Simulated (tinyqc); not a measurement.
# Schottky emission and Poole-Frenkel conduction in an insulator, and how to tell them apart: effect of temperature

Schottky emission (electrode-limited): J = As T^2 exp[-(pb - b sqrt(F))/Vt], b = sqrt(q/(4 pi eps0 ei)). Poole-Frenkel emission (bulk-limited): J = s0 F exp[-(pt - 2 b sqrt(F))/Vt]. F in V/cm.

Both formulas at the same field.

Values chosen for this exercise; dielectric values close to those of hafnium oxide: high-frequency relative permittivity ei = 4.03; trap depth pt = 0.94 eV; Poole-Frenkel prefactor s0 = 0.068 S/cm; electrode barrier pb = 0.93 eV; Richardson constant As = 43 A/(cm^2 K^2); field F = 2.3 MV/cm.

Constants: q = 1.602176634e-19 C, kB = 1.380649e-23 J/K, Vt = kB T/q, eps0 = 8.8541878128e-14 F/cm where lengths are in cm. Results are converted to the units shown.

Results:

| T (K) | J, Schottky (A/cm^2) | J, Poole-Frenkel (A/cm^2) | ratio |
|---|---|---|---|
| 225 | 8.4713e-9 | 9.5844e-4 | 8.8387e-6 |
| 260 | 9.8475e-7 | 0.012221 | 8.0576e-5 |
| 300 | 6.0297e-5 | 0.10833 | 5.5663e-4 |
| 380 | 0.018233 | 2.1452 | 0.0084996 |
| 420 | 0.14467 | 6.2315 | 0.023216 |
| 475 | 1.4492 | 20.138 | 0.071961 |

Estimate the missing row, T = 340 K.

Computed row:

| T (K) | J, Schottky (A/cm^2) | J, Poole-Frenkel (A/cm^2) | ratio |
|---|---|---|---|
| 340 | 0.0014470 | 0.57462 | 0.0025182 |

With this row back in the table: The Schottky current grows by 8.23 decades and the Poole-Frenkel current by 4.32, as their lowered barriers are 0.643 and 0.367 eV. A tunnelling current would hardly change over this range. For T = 225, 260, 300, 340, 380, 420 a Fowler-Nordheim estimate for tunnelling through pb with a mass of 0.4 m0 exceeds the Schottky current, so tunnelling, left out here, would compete. For T = 225, 260, 300, 340 a Fowler-Nordheim estimate for tunnelling through pb with a mass of 0.4 m0 exceeds the Poole-Frenkel current, so tunnelling, left out here, would compete.

tinyqc, about 0.01 s, one thread, Intel Xeon 2.30GHz (shared host): `OMP_NUM_THREADS=1 python tinyqc.py 2370124 2370125 out.jsonl`
